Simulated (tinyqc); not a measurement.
# Area and perimeter leakage from two diodes

Question. A square diode and a finger diode leak I = JA area + JP perimeter. Find JA, JP and the side of the square at which both parts are equal.

areas (um^2): [10000, 124000]
perimeters (um): [400, 50220]
leakage currents (pA): [0.406, 38.526800]

Answer. Two linear equations give JA and JP; for a square of side a, JA a^2 = 4 JP a at a = 4 JP/JA.

JA = 1.10e-9 A/cm^2
JP = 7.40e-12 A/cm
side for equal parts = 269 um

Program tinyqc, `OMP_NUM_THREADS=1 python tinyqc.py 2290161 2290162 out.jsonl`; Intel Xeon 2.30GHz, shared host, one thread, about 0.01 s.
